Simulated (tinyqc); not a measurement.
Free-carrier absorption and index change in the near infrared: free-carrier optics of a doped semiconductor (Drude model).

eps(E) = ei [1 - Ep^2/(E^2 + i E Gam)], with Ep^2 = 8 pi c (e^2/(4 pi eps0)) N/(m ei), c = hbar^2/2m0, N in 1/angstrom^3 (1e-24 per 1/cm^3); Gam = hbar/tau, tau = mu m m0/e with m0/e = 5.685630e-12 kg/C and mu in m^2/(V s). Energies in meV.

n + i k = sqrt(eps1 + i eps2) with k >= 0; R = ((n - 1)^2 + k^2)/((n + 1)^2 + k^2) at normal incidence from vacuum; alpha = 2 E k/(hbar c), times 1e8 for 1/cm; loss function Im(-1/eps) = eps2/(eps1^2 + eps2^2).

Constants: hbar^2/2m0 = 3.80998211 eV angstrom^2; e^2/(4 pi eps0) = 14.39964547 eV angstrom; hbar = 6.58211957e-16 eV s; hbar c = 1973.269805 eV angstrom.

Values chosen for the exercise (mass and dielectric values near those of Si; N and mu are free inputs; interband absorption and the rise of the mass with filling are left out; shifted at random, so the results belong to these values and not to a real crystal):
- N = 1.6e+19 1/cm^3 (carrier density)
- m = 0.247 m0 (conductivity mass)
- mu = 95 cm^2/(V s) (mobility)
- ei = 11.88 (high-frequency dielectric constant)

At the wavelengths listed E = hc/lambda (hc = 1239.841984 eV nm). Approximate forms: alpha = ei Ep^2 Gam/(E^2 sqrt(ei) hbar c) and dn = -sqrt(ei) Ep^2/(2 E^2).

Free carriers:
```
lambda (micrometre),E (meV),alpha (1/cm),"alpha, approximate",dn,"dn, approximate"
1.31,946.4,72.4,72.3,-0.0145,-0.0145
1.55,799.9,101,101,-0.0202,-0.0203
2.00,619.9,169,169,-0.0337,-0.0337
3.00,413.3,382,379,-0.0756,-0.0759
5.00,248.0,1.08e+03,1.05e+03,-0.209,-0.211
8.00,155.0,2.89e+03,2.70e+03,-0.525,-0.539
10.60,117.0,5.42e+03,4.74e+03,-0.888,-0.947
```

At 1.55 micrometre alpha = 101 1/cm and dn = -0.0202; a phase shift of pi needs a length lambda/(2 |dn|) = 38.3 micrometre, over which the loss is 1.69 dB. The approximate alpha is within 5 % up to 5 micrometre of the wavelengths listed; it needs photon energies well above both Ep and Gam, which lie at 14.3 and 25.1 micrometre. Interband and intervalley absorption are left out; with a realistic dc mobility the Drude form tends to understate the near-infrared absorption of Si.

Run: tinyqc, `OMP_NUM_THREADS=1 python tinyqc.py 1651273 1651274 out.jsonl`; Intel(R) Xeon(R) Processor @ 2.30GHz, one thread, shared host; about 0.01 s of CPU time with all checks.
